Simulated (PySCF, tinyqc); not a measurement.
Inside a calculation. Method: FCI on RHF in the sto-3g basis, for H4, spin multiplicity 1. The lowest restricted solution is unstable here: a spin-polarised one lies 0.0238 hartree lower (PySCF). One step of it, computed by the program tinyqc.

Problem. Iteration 2 (converged): orbitals. Diagonalise F' = X^T F X, C = X C', fill 2 alpha and 2 beta electrons from the bottom; D = 2 C_occ C_occ^T. Each column has its largest component positive (the first on a tie).

converged F (hartree), lower triangle:
```
           1H 1s      2H 1s      3H 1s      4H 1s
1H 1s  -0.199968
2H 1s  -0.153415  -0.199968
3H 1s  -0.410005  -0.122588  -0.199968
4H 1s  -0.122588  -0.410005  -0.153415  -0.199968
```

X, lower triangle:
```
           1H 1s      2H 1s      3H 1s     4H 1s
1H 1s   1.079999
2H 1s  -0.103289   1.079999
3H 1s  -0.213826   0.000039   1.079999
4H 1s   0.000039  -0.213826  -0.103289  1.079999
```

Give: F' = X^T F X; orbital energies; coefficients C; D after iteration 2.

Solution.

F' = X^T F X (hartree), lower triangle:
```
         1        2        3        4
1  -0.0263
2  -0.1045  -0.0263
3  -0.3884   0.0036  -0.0263
4   0.0036  -0.3884  -0.1045  -0.0263
```

orbital energies (hartree): MO1 -0.5157, MO2 -0.3139, MO3 0.2540, MO4 0.4702

coefficients C:
```
          MO1      MO2      MO3      MO4
1H 1s  0.3815   0.4847   0.5952   0.6986
2H 1s  0.3815  -0.4847   0.5952  -0.6986
3H 1s  0.3815   0.4847  -0.5952  -0.6986
4H 1s  0.3815  -0.4847  -0.5952   0.6986
```

D after iteration 2, lower triangle:
```
         1H 1s    2H 1s    3H 1s   4H 1s
1H 1s   0.7609
2H 1s  -0.1789   0.7609
3H 1s   0.7609  -0.1789   0.7609
4H 1s  -0.1789   0.7609  -0.1789  0.7609
```
